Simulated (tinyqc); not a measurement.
Inside a calculation. Method: lattice vibrations of a chain. Computed by tinyqc, a small Python program that keeps every step. Command: `OMP_NUM_THREADS=1 python tinyqc.py 29263 29264 out.jsonl` (the two numbers bound the seeds that draw the settings). One thread of a shared host (Intel(R) Xeon(R) Processor @ 2.60GHz), about 0.01 s of CPU time with the checks.

## Dynamical matrix at q = 0.34

A chain moving along its axis:

| atom | mass (u) | spring to the next atom (eV/angstrom^2) |
|---|---|---|
| 1 | 56.500000 | 12.600000 |
| 2 | 79.900000 | 29.400000 |
| second neighbours | - | 0.500000 |

q is in units of 2 pi/a. A spring k from atom i to atom j, n cells on, adds k to Phi_ii and Phi_jj, -k exp(2 pi i q n) to Phi_ij and the conjugate to Phi_ji (for one atom a cell: 2k (1 - cos 2 pi q n)); D_ij = Phi_ij / sqrt(m_i m_j).

D(q) (eV/(angstrom^2 u)):
```
                    1                   2
1            0.770546  0.046932+0.369454i
2  0.046932-0.369454i            0.544879
```

## Frequencies

omega^2 are the eigenvalues; wavenumber = 521.4708 sqrt(eigenvalue) 1/cm.

eigenvalues: 0.268571  1.046853

wavenumbers (1/cm): 270.2  533.5

weights |e|^2 of the mass-weighted modes:
```
          mode 1    mode 2
atom 1  0.355022  0.644978
atom 2  0.644978  0.355022
```

## Dispersion and heat capacity

C/k_B per atom = mean over q = (j + 1/2)/80, j = 0..39 and all branches of y^2 e^y/(e^y - 1)^2, y = hc wavenumber / k_B T.

Wavenumbers (1/cm):

| q | branch 1 | branch 2 |
|---|---|---|
| 0.000000 | 0.000000 | 587.440977 |
| 0.062500 | 54.785373 | 585.415150 |
| 0.125000 | 108.595962 | 579.396525 |
| 0.187500 | 160.403531 | 569.587308 |
| 0.250000 | 209.032797 | 556.424789 |
| 0.312500 | 252.959038 | 540.795012 |
| 0.375000 | 289.867706 | 524.490047 |
| 0.437500 | 315.898138 | 510.981942 |
| 0.500000 | 325.619490 | 505.461729 |

Heat capacity:

| T (K) | C/k_B per atom |
|---|---|
| 20 | 0.052257 |
| 50 | 0.134760 |
| 100 | 0.286042 |
| 200 | 0.568877 |
| 300 | 0.745423 |
| 600 | 0.921649 |
| 1200 | 0.979252 |

zero-point energy per atom = 23.140745 meV
